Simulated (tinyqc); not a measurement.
Vacancy excess varied: nucleation and growth of vacancy voids in a cooling silicon-like crystal. Computed by tinyqc, a small Python program. Command: `OMP_NUM_THREADS=1 python tinyqc.py 3008519 3008520 out.jsonl voids walk`. One thread of a shared host (Intel(R) Xeon(R) Processor @ 2.30GHz), about 0.3 s of CPU time with the checks.

Spherical voids; vacancies are lost only to voids.

Inputs (values chosen for the exercise, close to those used for silicon): vacancy density at the melting point C_m = 7e+14 1/cm^3; formation energy E_f = 3.89 eV; melting point T_m = 1685 K; diffusion prefactor D0 = 0.0019 cm^2/s; migration energy E_m = 0.38 eV; site density rho = 5e+22 1/cm^3; void surface energy gamma = 0.98 J/m^2; cooling rate q = 8.5 K/min; ratio (V/G)/xi_c = 2.08; limit of the excess at high V/G = 2.3e+14 1/cm^3; temperature step = 0.25 K.

Vacancy supply: from V/G.

Constants: k_B = 8.617333262e-05 eV/K; k_B = 1.380649e-23 J/K.

Method:
- C = C_x (u - 1)/(u + 0.2) with u = (V/G)/xi_c, a form chosen for the exercise.
- C_e = C_m exp[-(E_f/k_B)(1/T - 1/T_m)]; D = D0 exp(-E_m/(k_B T)); f = k_B T ln(C/C_e); r* = 2 gamma/(rho f); W* = 16 pi gamma^3/(3 rho^2 f^2); Z = f/sqrt(12 pi W* k_B T); I = rho Z (4 pi r* D C) exp(-W*/(k_B T)).
- March down from 1500 K in steps dT, dt = dT/q, with values at the upper end of each step: a class of I dt voids is born with r*; then all classes grow by r^2 += 2 D (C - C_e) dt/rho; C falls by the vacancies added to voids. Stop at 1150 K. T_n is the T of the largest I, N the final count (classes under 1e-6 /cm^3 are dropped), and the mean radius the number average.

initial excess C = 1.08947e+14 1/cm^3

At fixed q:
```
C (1/cm^3)  T_n (K)  N (1/cm^3)  mean radius (nm)
4.40e+13    1312.00  4.2565e+06             36.30
6.50e+13    1333.00  3.1872e+06             45.55
1.10e+14    1362.00  2.1585e+06             61.86
1.70e+14    1386.75  1.5638e+06             79.67
2.70e+14    1413.75  1.1107e+06            104.25
```

What follows from these numbers?

More vacancies nucleate earlier (T_n rises by 102 K) and give fewer, larger voids: N goes as C^-0.74 and the radius as C^0.58, steeper than the -1/2 and +1/2 of the scaling argument at fixed D, because D rises with T_n.

Extremes, crossings and ranges named in words are read from the listed rows.
